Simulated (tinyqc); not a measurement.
Hoppings from the band edges.

Inverse problem. A dimerised chain has bands +/- sqrt(dl^2 + t1^2 + t2^2 + 2 t1 t2 cos k). Its semi-infinite form starts with the bond t1 and has no state bound to its end; such a state exists only for t1 < t2. Find t1 and t2.

Parameters, values chosen for the exercise: site energy, +dl on A and -dl on B dl = 0 eV.

bottom and top of the upper band (eV): [0.4, 2.4]

Answer. The top gives t1 + t2 = sqrt(E^2 - dl^2) and the bottom |t1 - t2|; the end state decides which is larger.

t1 = 1.40 eV
t2 = 1.00 eV

Numbers from tinyqc (`OMP_NUM_THREADS=1 python tinyqc.py 2680047 2680048 out.jsonl`; about 0.01 s on one thread of a shared Intel Xeon 2.30GHz).
